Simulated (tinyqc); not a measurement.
What moves the results: model-solid line-up of a strained alloy layer on a substrate. A value that a table varies takes the place of the one given here.

All values of the alloy are linear in x but the gap, Eg(x) = (1 - x) Eg_A + x Eg_B - C x (1 - x), and the valence edge, Ev(x) = (1 - x) Ev_A + x Ev_B + fv C x (1 - x); Ec = Ev + Eg. Ev is the top of the unstrained valence band on a scale common to all materials. In the layer only the Gamma valley of the conduction band is followed, also where an X or L valley would lie lower.

Coherent growth on a (001) face: e_par = (a_s - a)/a, e_perp = -2 (C12/C11) e_par; exx = eyy = e_par, ezz = e_perp, no shear.

Strained edges: Ec + ac tr(e); the valence edges are Ev plus the levels of the 6 x 6 matrix of X, Y, Z times spin with -Dso/3 + l exx + m (eyy + ezz) on the diagonal (cyclic), n exy off it, l = av + 2 b, m = av - b, n = sqrt(3) d. Spin-orbit term (Dso/3) L.sigma on X, Y, Z with (L_k)_ij = -i epsilon_kij: <X+|H|Y+> = -i Dso/3, <X+|H|Z-> = Dso/3, <Y+|H|Z-> = -i Dso/3, <Z+|H|X-> = -Dso/3, <Z+|H|Y-> = i Dso/3, <X-|H|Y-> = i Dso/3, and their conjugates; + and - are the spin along z.

dEc = Ec(substrate) - Ec(layer), dEv = Ev(layer) - Ev(substrate); positive values confine the carrier in the layer. Type I: both of one sign; type II: opposite signs; type III: the gaps do not overlap.

Coherent growth: e_par = (a_s - a)/a. (001): e_perp = -2 (C12/C11) e_par; exx = eyy = e_par, ezz = e_perp, no shear. (111): e_perp = -(2 C11 + 4 C12 - 4 C44)/(C11 + 2 C12 + 4 C44) e_par; exx = eyy = ezz = (2 e_par + e_perp)/3 and exy = eyz = ezx = (e_perp - e_par)/3. (110): e_perp = -(C11 + 3 C12 - 2 C44)/(C11 + C12 + 2 C44) e_par; exx = eyy = (e_par + e_perp)/2, ezz = e_par, exy = (e_perp - e_par)/2, eyz = ezx = 0.

Parameters, chosen for this exercise (A near GaAs, B near AlAs, substrate near GaAs; not measured data):
- a = (5.651, 5.669) angstrom (lattice constant of A, B)
- Eg = (1.502, 3.099) eV (gap at Gamma to the s-like level of A, B)
- Dso = (0.345, 0.278) eV (spin-orbit splitting of A, B)
- Ev = (-0.81, -1.35) eV (top of the unstrained valence band of A, B)
- ac = (-7.16, -5.59) eV (conduction deformation potential of A, B)
- av = (1.15, 2.51) eV (valence hydrostatic potential of A, B)
- b = (-2.02, -2.28) eV (tetragonal shear potential of A, B)
- d = (-4.73, -3.44) eV (trigonal shear potential of A, B)
- C11 = (123.6, 124.3) GPa (of A, B)
- C12 = (56.5, 52.8) GPa (of A, B)
- C44 = (60, 53.7) GPa (of A, B)
- C = 0.304 eV (bowing of the gap)
- fv = 0 (share of the bowing taken by the valence edge)
- a_s = 5.651 angstrom (substrate)
- Eg_s = 1.502 eV (lowest gap of the substrate)
- Ev_s = -0.81 eV (substrate valence edge)
- face = 001 (growth face)
- x = 0.65 (fraction of B)

## Composition against offsets

Each composition is strained to the same substrate.

Results:
```
x     e_par (%)  relaxed gap (eV)  strained gap (eV)  valence splitting (meV)  dEc (eV)  dEv (eV)  type
0.32      -0.10             1.947              1.952                        8    -0.280    -0.171     I
0.41      -0.13             2.083              2.090                       10    -0.369    -0.219     I
0.51      -0.16             2.241              2.249                       13    -0.475    -0.272     I
0.60      -0.19             2.387              2.397                       15    -0.575    -0.320     I
0.70      -0.22             2.556              2.567                       18    -0.691    -0.374     I
0.79      -0.25             2.713              2.726                       20    -0.801    -0.423     I
0.89      -0.28             2.894              2.908                       23    -0.930    -0.476     I
0.98      -0.31             3.061              3.077                       25    -1.050    -0.525     I
```

The layer stays under compression over this range. The strained gap runs from 1.952 to 3.077 eV, against 1.947 to 3.061 eV for the relaxed alloy: strain adds to the change. The line-up is type I throughout, with the layer as the barrier. Where the alloy is indirect its X or L edge, left out, lies lower and sets the real gap and dEc.

## The same layer on three faces

Composition and substrate are kept.

Results:
```
face   e_perp (%)  tr(e) (%)  shift of Ec (meV)  shift of Ev (meV)  valence splitting (meV)  gap (eV)
(001)       0.180     -0.233               14.3                3.7                     16.4    2.4815
(111)       0.109     -0.304               18.7                0.9                     13.8    2.4886
(110)       0.124     -0.289               17.7                1.5                     14.4    2.4871
```

The layer yields most along the normal on (001) and least on (111), so the volume change, and with it the shift of Ec, is largest on (111). The valence splitting, set by b on (001), by d on (111) and by both on (110), is largest on (001). The gaps span 7 meV, from (001) to (111).

## What each parameter does

Strained gap, valence splitting and offsets. Each row changes one parameter from the base and keeps the others.

Results:
```
case                      gap (eV)  splitting (meV)  dEc (eV)  dEv (eV)
base                        2.4815             16.4   -0.6322   -0.3473
x = 0.67                    2.5157             17.0   -0.6557   -0.3580
a_s = 5.671 angstrom        2.4511             12.2   -0.6077   -0.3414
C = 0.404 eV                2.4587             16.4   -0.6094   -0.3473
fv = 0.2                    2.4815             16.4   -0.6460   -0.3334
Ev_s = -0.76 eV             2.4815             16.4   -0.5822   -0.3973
ac = (-8.234, -6.428) eV    2.4836             16.4   -0.6343   -0.3473
Dso = (0.397, 0.32) eV      2.4815             16.5   -0.6322   -0.3473
av = (1.322, 2.886) eV      2.4822             16.4   -0.6322   -0.3480
```

The largest shifts from the base row, up to three for each result and ties (the steps differ in size, so this ranks the rows, not the parameters). gap (eV): x +0.0342, a_s -0.0303, C -0.0227; unchanged at the printed digits by fv, Ev_s and Dso. splitting (meV): a_s -4.2, x +0.5, Dso +0.1; unchanged at the printed digits by C, fv, Ev_s, ac and av. dEc (eV): Ev_s +0.0500, a_s +0.0245, x -0.0235; unchanged at the printed digits by Dso and av. dEv (eV): Ev_s -0.0500, fv +0.0138, x -0.0107; unchanged at the printed digits by C, ac and Dso.

(tinyqc, `OMP_NUM_THREADS=1 python tinyqc.py 1080171 1080172 out.jsonl`, Intel(R) Xeon(R) Processor @ 2.30GHz, 1 thread, shared host, about 0.02 s.)
